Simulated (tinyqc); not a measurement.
Boltzmann transport in a parabolic band with a power-law relaxation time: one step. Mobility, conductivity and figure of merit. Two cases, with inputs chosen for the exercise.

Question. mu = <tau>/(mc m0/e) with m0/e = 5.685630e-12 kg/C; sigma = e n mu, e = 1.602176634e-19 C; Hall mobility rH mu; power factor S^2 sigma; ZT = S^2 sigma T/(kL + L sigma T), all in SI units.

Give: mu; Hall mobility; sigma; power factor; electronic thermal conductivity; ZT.

Case 1.

Values chosen (masses near those of InAs; tau0 is set for a mobility of the usual size at this n, kL is a free input; freeze-out and phonon drag, which matter near 77 K, are left out; shifted at random, so the results belong to these values and not to a real crystal):
- tau0 = 13 fs (tau at E = kT)
- mc = 0.026 m0 (conductivity mass)
- n = 5.5e+17 1/cm^3 (electron density)
- T = 400 K
- kL = 12 W/(m K) (lattice thermal conductivity)

<tau>/tau0 = 8.26093
rH = 1.41951
S = -225.107 microvolt/K
L = 2.74063 1e-8 W ohm/K^2

Answer.

mu = 7.26e+03 cm^2/(V s)
Hall mobility = 1.03e+04 cm^2/(V s)
sigma = 640 S/cm
power factor = 3.24 mW/(m K^2)
electronic thermal conductivity = 0.702 W/(m K)
ZT = 0.10

A Hall measurement read with rH = 1 would give a density of 3.87e+17 1/cm^3. Electrons carry 5.5 % of the heat.

Case 2.

Values chosen (masses near those of Si; tau0 is set for a mobility of the usual size at this n, kL is a free input; freeze-out and phonon drag, which matter near 77 K, are left out; shifted at random, so the results belong to these values and not to a real crystal):
- tau0 = 27 fs (tau at E = kT)
- mc = 0.2614 m0 (conductivity mass)
- n = 9.5e+17 1/cm^3 (electron density)
- T = 500 K
- kL = 40 W/(m K) (lattice thermal conductivity)

<tau>/tau0 = 0.75049
rH = 1.17696
S = -528.601 microvolt/K
L = 1.48814 1e-8 W ohm/K^2

Answer.

mu = 136 cm^2/(V s)
Hall mobility = 160 cm^2/(V s)
sigma = 20.8 S/cm
power factor = 0.580 mW/(m K^2)
electronic thermal conductivity = 0.0154 W/(m K)
ZT = 0.0072

A Hall measurement read with rH = 1 would give a density of 8.07e+17 1/cm^3. Electrons carry 0.039 % of the heat. kL is far below that of crystalline Si, so ZT is too high for it.

Computed by tinyqc, one run a case: `OMP_NUM_THREADS=1 python tinyqc.py N N+1 out.jsonl` with N = 1651030, 1651085; one thread of a shared Intel(R) Xeon(R) Processor @ 2.30GHz, about 0.01 s a run at most.
